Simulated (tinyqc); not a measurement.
What each parameter does: dielectric confinement in a thin film (image charges).

A film |z| < t/2 of dielectric constant eps between half-spaces of dielectric constant e2; lam = (eps - e2)/(eps + e2), q = e^2/(4 pi eps0). The self-energy of a band edge is taken with the high-frequency value, e2 = eh, and the field of a fixed ion with the static one, e2 = eo. A charge at z has images lam^|n| at n t + (-1)^n z. Its self-energy is S(z) = (q/2 eps) sum over n >= 1 of lam^n [1/(n t - 2z) + 1/(n t + 2z)] for odd n and 2 lam^n/(n t) for even n; at the centre S(0) = -(q/(eps t)) ln(1 - lam).

Donor at the centre, lam from the static eo, trial function cos(pi z/t) exp(-rho/l): E(l) = c/(m l^2) - (q/eps) times the integral over k of F(k t) (1 + (k l/2)^2)^(-3/2), with F(x) = F0 + 2 lam exp(-x) G/(1 - lam exp(-x)), F0 = 2[(1 - exp(-x/2))/x + x (1 + exp(-x/2))/(x^2 + 4 pi^2)], G = 2 sinh(x/2)[1/x - x/(x^2 + 4 pi^2)]; c = hbar^2/2m0. The binding energy is -E at the minimum, counted from the subband edge with its self-energy.

Constants: e^2/(4 pi eps0) = 14.39964547 eV angstrom; hbar^2/2m0 = 3.80998211 eV angstrom^2; Ry = 13.60569312 eV.

Inputs chosen for the exercise (near those of a Si (100) film, two-fold valleys, between layers of SiO2; shifted at random, so the results belong to these values and not to a real crystal):
```
symbol  value  unit      meaning
t       24     angstrom  film thickness
eps     12               dielectric constant of the film
eh      2                high-frequency dielectric constant outside
eo      3.8              static dielectric constant outside
m       0.193  m0        mass in the plane
```

<S> is the mean over (2/t) cos^2(pi z/t).

One parameter was then changed.

Results before and after:
```
case     lam from eh  <S> (meV)  binding (meV)  l (angstrom)
base           0.714       70.6          105.6          21.1
changed        0.688       73.1          115.0          19.9
```

Which of these changes was made? (a) eo = 5.3; (b) eps = 10.8; (c) eh = 2.6; (d) t = 18 angstrom; (e) m = 0.232 m0.

Answer: (b) eps = 10.8. Of the candidates, run in turn, only this one gives the changed row.

All candidates:
```
case             lam from eh  <S> (meV)  binding (meV)  l (angstrom)
base                   0.714       70.6          105.6          21.1
t = 18 angstrom        0.714       94.1          124.5          19.0
eps = 10.8             0.688       73.1          115.0          19.9
eo = 5.3               0.714       70.6           85.1          21.8
eh = 2.6               0.644       58.7          105.6          21.1
m = 0.232 m0           0.714       70.6          114.0          18.7
```

Computed by tinyqc, a small Python program: `OMP_NUM_THREADS=1 python tinyqc.py 1252601 1252602 out.jsonl` (the numbers bound the seed that draws the inputs); one thread of a shared host (Intel(R) Xeon(R) Processor @ 2.30GHz), about 0.05 s for the whole set of steps.
